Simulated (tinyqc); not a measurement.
From one set of inputs to another, one input at a time: correction of a charged-defect supercell by a model charge and potential alignment (plane-averaged potentials). Computed by tinyqc, a small Python program. Command: `OMP_NUM_THREADS=1 python tinyqc.py 3111462 3111463 out.jsonl align ladder`. One thread of a shared host (Intel(R) Xeon(R) Processor @ 2.30GHz), about 0.02 s of CPU time with the checks.

The "true" defect charge is (1 - x) q in a Gaussian of width sigma plus x q in one of width sigma_t, so the exact answer is known; the correction sees only a single model Gaussian of width sigma_m. A Gaussian of width s has the transform rho(G) = exp(-G^2 s^2/2), normalised to 1. A uniform background cancels q, so G = 0 is left out. Potentials are those felt by a unit positive charge. E_0 is the formation energy of the isolated defect, E_cell its value in the supercell, E_lat = E_iso - E_per of the model charge, C the true less the model potential far from the defect; the exact correction is E_0 - E_cell, and the error of a scheme is E_cell plus its correction less E_0.

The inputs printed are set A. Inputs not listed in the table keep their values of set A, so the rows need not describe a real material.

Inputs (values chosen for the exercise, with screening close to that of silicon):
```
quantity,value,unit
defect charge q,2,e
dielectric constant eps,11.6,-
edge of the cubic cell L,17.2,angstrom
width sigma of the true defect charge,1.6,angstrom
width sigma_m of the model charge,1.4,angstrom
share x of the charge in a wide tail,0,-
width sigma_t of the tail,3.2,angstrom
formation energy of the isolated defect E_0,2.57,eV
```

Constants: e^2/(4 pi eps_0) = 14.39964548 eV angstrom.

Method:
- Periodic energy E_per = (2 pi q^2/(eps L^3)) (e^2/(4 pi eps_0)) sum_(G != 0) rho(G)^2/G^2, G = (2 pi/L)(n1, n2, n3), |n_i| <= 16. Isolated energy: two Gaussians of charges q_a, q_b and widths a, b interact by q_a q_b (e^2/(4 pi eps_0 eps)) sqrt(2/pi)/sqrt(a^2 + b^2), and the self-energy is half the sum over pairs.
- Supercell value E_cell = E_0 + E_per - E_iso for the true charge.
- E_lat = E_iso - E_per for the model charge; point-charge value alpha q^2 e^2/(4 pi eps_0 eps 2 L) with alpha = 2.837297.
- Plane-averaged potential at distance z from the defect: V(z) = (4 pi q/(eps L^3)) (e^2/(4 pi eps_0 e)) sum_(m != 0) rho(G_m) cos(G_m z)/G_m^2, G_m = 2 pi m/L, |m| <= 40.
- C = difference at z = L/2; E_corr = E_cell + E_lat - q C. For charges that have died out at L/2, C = (2 pi q/(eps L^3)) (e^2/(4 pi eps_0 e)) (<s^2> - sigma_m^2), <s^2> = (1 - x) sigma^2 + x sigma_t^2.

Each row keeps all changes above it:
```
input moved,from,to,exact correction (eV),E_lat (eV),error with the point-charge term alone (meV)
set A,-,-,0.39385,0.39753,15.696
width sigma_t of the tail (angstrom),3.2,3.7,0.39385,0.39753,15.696
width sigma of the true defect charge (angstrom),1.6,1.7,0.39182,0.39753,17.719
width sigma_m of the model charge (angstrom),1.4,1.5,0.39182,0.39575,17.719
dielectric constant eps,11.6,13.3,0.34174,0.34516,15.454
```

Where does the difference come from?

Exact correction goes from 0.394 to 0.342, a factor 0.868 in all. The largest single move comes from dielectric constant eps (a factor 0.872). E_lat goes from 0.398 to 0.345, a factor 0.868 in all. The largest single move comes from dielectric constant eps (a factor 0.872). Error with the point-charge term alone goes from 15.7 to 15.5, a factor 0.9846 in all. The largest single move comes from dielectric constant eps (a factor 0.872), and width sigma of the true defect charge works against it (a factor 1.13). The single moves hold for this order of the switches; the total does not depend on the order.

Extremes, crossings and ranges named in words are read from the listed rows.
